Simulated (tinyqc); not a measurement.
Inside a calculation. Method: one-electron ion in a basis of Gaussians. Computed by tinyqc, a small Python program that keeps every step. Settings: Z = 5, l = 0. Command: `OMP_NUM_THREADS=1 python tinyqc.py 24430 24431 out.jsonl` (the two numbers bound the seeds that draw the settings). One thread of a shared host (Intel(R) Xeon(R) Processor @ 2.60GHz), about 0.01 s of CPU time with the checks.

## Matrices over normalised Gaussians

exponents of r^l exp(-a r^2) (1/bohr^2): 1.87200  6.20300  20.55000  68.10000  225.70000

Z = 5

l = 0

With p = a_i + a_j and I(k) = Gamma((k+1)/2) / (2 p^((k+1)/2)): S = I(2l+2), T = (2l+3) a_i a_j S / p, V = -Z I(2l+1), each divided by sqrt(S_ii S_jj).

S:
```
         1        2        3        4        5
1  1.00000  0.77538  0.41150  0.18334  0.07678
2  0.77538  1.00000  0.77544  0.41148  0.18331
3  0.41150  0.77544  1.00000  0.77535  0.41138
4  0.18334  0.41148  0.77535  1.00000  0.77531
5  0.07678  0.18331  0.41138  0.77531  1.00000
```

T (hartree):
```
         1         2         3          4          5
1  2.80800   3.34502   2.11805    1.00207    0.42765
2  3.34502   9.30450  11.08431    7.01796    3.31997
3  2.11805  11.08431  30.82500   36.71957   23.24484
4  1.00207   7.01796  36.71957  102.15000  121.68147
5  0.42765   3.31997  23.24484  121.68147  338.55000
```

V (hartree):
```
           1          2          3          4           5
1  -10.91674  -12.43106  -10.99345   -8.65238    -6.53475
2  -12.43106  -19.87197  -22.62860  -20.01130   -15.74939
3  -10.99345  -22.62860  -36.16979  -41.18703   -36.42096
4   -8.65238  -20.01130  -41.18703  -65.84361   -74.97686
5   -6.53475  -15.74939  -36.42096  -74.97686  -119.86871
```

## Generalised eigenproblem

H = T + V (hartree):
```
          1          2          3          4          5
1  -8.10874   -9.08605   -8.87540   -7.65031   -6.10711
2  -9.08605  -10.56747  -11.54429  -12.99334  -12.42942
3  -8.87540  -11.54429   -5.34479   -4.46747  -13.17612
4  -7.65031  -12.99334   -4.46747   36.30639   46.70461
5  -6.10711  -12.42942  -13.17612   46.70461  218.68129
```

Solve H C = S C e through S^(-1/2); each column has its largest component positive (the first on a tie).

eigenvalues of S: 0.03619  0.14065  0.47860  1.37109  2.97347

eigenvalues (hartree): -12.47939  -1.29149  22.89354  125.25870  515.96237

coefficients:
```
         1         2         3         4         5
1  0.24922   1.51792  -0.98308   0.42901  -0.19763
2  0.55436  -1.14196   2.37807  -1.37152   0.64463
3  0.25748  -0.06218  -1.88554   2.46520  -1.40099
4  0.06172  -0.07269   0.14870  -2.05396   2.30380
5  0.02378  -0.00965  -0.07713   0.15175  -1.87740
```

For Z = 5 and l = 0 the exact lowest level is -Z^2/(2 n^2) with n = l + 1: -12.500000 hartree.
